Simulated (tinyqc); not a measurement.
Stoner model of a band magnet at zero temperature: one step, computed by the program tinyqc.

Five orbitals per spin share one band; u = (E - E_bottom)/W runs from 0 to 1, and the states per spin, atom and energy are g = 5 d(u)/W with d = (3/2) sqrt(u). N(u) is the integral of d from 0. The moment m = n_up - n_down (electrons per atom) moves the fillings to n +/- m/10; the energy is E(m) = E_band(m) - I m^2/4.

Problem. The paramagnetic state. Solve N(u_F) = n; g_F = 5 d(u_F)/W; the Stoner product is I g_F.

Inputs (values chosen for the exercise, for a model d band): band width W = 2.6 eV; filling n per spin orbital = 0.37; Stoner parameter I = 0.331 eV.

Density of states: free-electron (square root).

Give: u_F; g_F; Stoner product I g_F.

Solution.

u_F = 0.51539

g_F = 2.0709 1/eV

Stoner product I g_F = 0.68546

I g_F < 1: the paramagnet is locally stable.
